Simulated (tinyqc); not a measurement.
Worked calculation: Hueckel theory of the pi electrons with the omega technique, for the molecule BC(=C)O (SMILES; centres numbered as the heavy atoms are written). One step of it, computed by the program tinyqc.

Question. Omega technique, round 1. h_r = h_r(0) + omega q_r, omega = 1, with q_r = z_r - P_rr; 0.5 of the old diagonal is kept.

Hueckel matrix in units of beta (H = alpha + beta A), order 1B, 2C, 3C, 4O:
$$\begin{pmatrix}
-0.920000 & 0.710000 & 0.000000 & 0.000000 \\
0.710000 & 0.000000 & 1.000000 & 0.900000 \\
0.000000 & 1.000000 & 0.000000 & 0.000000 \\
0.000000 & 0.900000 & 0.000000 & 1.800000
\end{pmatrix}$$

charge and bond-order matrix P, order 1B, 2C, 3C, 4O:
$$\begin{pmatrix}
0.117686 & 0.325784 & 0.338339 & -0.030230 \\
0.325784 & 0.978045 & 0.897263 & 0.297157 \\
0.338339 & 0.897263 & 0.993013 & -0.283544 \\
-0.030230 & 0.297157 & -0.283544 & 1.911256
\end{pmatrix}$$

Centres:
```
centre  z_r, pi electrons of the neutral centre          h
1B                                            0  -0.920000
2C                                            1   0.000000
3C                                            1   0.000000
4O                                            2   1.800000
```

Give: matrix after round 1.

Answer.

matrix after round 1, order 1B, 2C, 3C, 4O:
$$\begin{pmatrix}
-0.9788 & 0.7100 & 0.0000 & 0.0000 \\
0.7100 & 0.0110 & 1.0000 & 0.9000 \\
0.0000 & 1.0000 & 0.0035 & 0.0000 \\
0.0000 & 0.9000 & 0.0000 & 1.8444
\end{pmatrix}$$
